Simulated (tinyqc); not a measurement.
Starting guesses with plain Roothaan steps: SCF starting guesses in the sto-3g basis, for BeH2, spin multiplicity 1. Computed by the program tinyqc with PySCF. 

Geometry (angstrom):
```
atom       x        y       z
Be    0.0000   0.0000  0.0000
H     0.0000   1.6590  0.0340
H     0.0000  -1.6590  0.0340
```

lowest restricted solution found by these runs and by PySCF = -15.484684 hartree

RHF with one setting changed at a time; a run stops when the energy changes by less than 1e-09 hartree and the error matrix is below 1e-5. Starts: the lowest orbitals of the core Hamiltonian, of the Wolfsberg-Helmholz matrix (K = 1.75), projected atomic densities, random orbitals, and the highest orbitals of the core Hamiltonian (a deliberately bad start).

Largest element of the error matrix X^T (FDS - SDF) X:
```
iteration     core  Wolfsberg-Helmholz  atomic densities   random  highest core orbitals
1          5.2e-01             1.9e-01           2.3e-01  2.5e+00                1.0e-01
2          2.8e-02             1.8e-02           1.1e-01  3.0e-01                3.1e-01
3          2.6e-03             5.2e-03           2.5e-02  1.5e-01                3.0e-01
4          7.4e-04             1.5e-03           7.2e-03  5.2e-02                3.0e-02
5          2.2e-04             4.5e-04           2.1e-03  2.6e-02                8.0e-03
6          6.3e-05             1.3e-04           6.2e-04  1.3e-02                2.4e-03
8          5.5e-06             1.1e-05           5.3e-05  3.5e-03                2.0e-04
10               -                   -           4.6e-06  9.0e-04                1.7e-05
14               -                   -                 -  6.1e-05                      -
```

How each run ends:
```
run                    iterations  E (hartree)         state
core                            9   -15.484684  lowest found
Wolfsberg-Helmholz              9   -15.484684  lowest found
atomic densities               10   -15.484684  lowest found
random                         17   -15.484684  lowest found
highest core orbitals          11   -15.484684  lowest found
```

5 of 5 runs reach the lowest restricted solution found, in 9 to 17 iterations (fastest: core, Wolfsberg-Helmholz). The first errors are 5e-01, 2e-01, 2e-01, 2e+00, 1e-01; the deliberately bad start has the smallest one, so a small first error does not mark a good start.
